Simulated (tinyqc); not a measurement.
Deformation-potential model of the X valleys of a conduction band, step by step. Values are carried at full precision from step to step, so a last printed digit may differ when a step is redone from the rounded ones.

s11 = (C11 + C12)/((C11 - C12)(C11 + 2 C12)), s12 = -C12/((C11 - C12)(C11 + 2 C12)), s44 = 1/C44; exx = s11 sxx + s12 (syy + szz) and cyclic, exy = s44 sxy/2; tension is positive. A uniaxial stress X along the unit vector n is s_ij = X n_i n_j.

Constants: kB = 8.617333262e-05 eV/K; hbar^2/2m0 = 3.80998211 eV angstrom^2.

Inputs chosen for the exercise (near those of AlAs; the results hold for these values, not for the real material):

| symbol | value | unit | meaning |
|---|---|---|---|
| C11 | 124.3 | GPa |  |
| C12 | 53.1 | GPa |  |
| C44 | 54.7 | GPa |  |
| load | uniaxial [100] |  | kind of stress |
| X | 0.4 | GPa | stress |
| Xd | 1.07 | eV | dilation potential |
| Xu | 5.93 | eV | uniaxial potential |
| T | 200 | K | temperature |
| ml | 1.068 | m0 | longitudinal mass |
| mt | 0.194 | m0 | transverse mass |

## Strain from a uniaxial [100] stress

Form the compliances and the strain.

s11, s12, s44 (1/TPa): 10.8094  -3.2355  18.2815

strain tensor:
```
          x          y          z
x  0.004324   0.000000   0.000000
y  0.000000  -0.001294   0.000000
z  0.000000   0.000000  -0.001294
```

## Valley shifts

Valleys with axes along x, y and z, one whole valley each. Herring-Vogt shift of a valley with unit axis a: dE = Xd tr(e) + Xu a.e.a. Non-degenerate shares n_i = exp(-dE_i/kT)/sum_j exp(-dE_j/kT). Inverse mass tensor of a valley: (1 - a a)/mt + a a/ml; the masses are taken as independent of strain.

Apply the Herring-Vogt formula to each valley.

Xd tr(e) = 1.86 meV

a.e.a: x 0.004324, y -0.001294, z -0.001294

shifts dE (meV): x 27.50, y -5.82, z -5.82

The lowest valleys are y and z, 33.3 meV below the highest; the mean shift over all valleys is (Xd + Xu/3) tr(e) = 5.29 meV.

## Shares of the electrons

Boltzmann factors of the shifts.

kT = 17.235 meV

shares: x 0.0675, y 0.4663, z 0.4663

effective number of valley axes, 1/(largest share) = 2.145

## Conductivity mass tensor

With one scattering time for all valleys the conductivity goes as M = sum_i n_i (inverse mass tensor of valley i); along the unit vector u, 1/m_c = u.M.u. Without stress 1/m_c = (1/ml + 2/mt)/3. Take u along [110].

M (1/m0):
```
       x      y      z
x  4.870  0.000  0.000
y  0.000  3.188  0.000
z  0.000  0.000  3.188
```

m_c along [110] = 0.2482 m0
m_c without stress = 0.2668 m0

The repopulation alone changes the mobility along [110] by +7.5 %; with all electrons in the valleys lightest or heaviest along this direction it would change by +38 or -19 %.

## Effective density of states

Each of the 3 whole valleys has m_d = (ml mt^2)^(1/3) and N = 2 (m_d kT/(4 pi c))^(3/2), c = hbar^2/2m0. Counted from the lowest edge, Nc = N x sum_i exp(-(dE_i - dE_min)/kT). 1 angstrom^-3 = 1e24 cm^-3.

m_d = 0.3426 m0
N of one valley = 2.739e+18 cm^-3
Nc under stress = 5.873e+18 cm^-3
Nc without stress = 8.216e+18 cm^-3

## Piezoresistance from repopulation

For small stress d(rho)/rho = pi X. For valleys on the cube axes pi11 = -(2/3) Xu (s11 - s12)/kT x (K - 1)/(2K + 1), pi12 = -pi11/2, pi44 = 0, K = ml/mt. For stress along [110]: pi_l = (pi11 + pi12 + pi44)/2 with the current along it and pi_t = (pi11 + pi12 - pi44)/2 with the current along [1-10]. 1/GPa = 100 x 1e-11/Pa.

K = 5.505

pi11, pi12, pi44 (1e-11/Pa): -120.8  60.4  0.0

pi_l, pi_t for [110] (1e-11/Pa): -30.2  -30.2

Only the transfer between valleys is counted; changes of mass and of intervalley scattering add to it in a real crystal.

## Checks

- Conductivity mass at zero stress against 3/(1/ml + 2/mt): both 0.2667708.
- Piezoresistance coefficients by finite differences against the closed form: largest difference 4.0e-08.

tinyqc: `OMP_NUM_THREADS=1 python tinyqc.py 1050332 1050333 out.jsonl`; about 0.02 s, one thread, shared Intel(R) Xeon(R) Processor @ 2.30GHz.
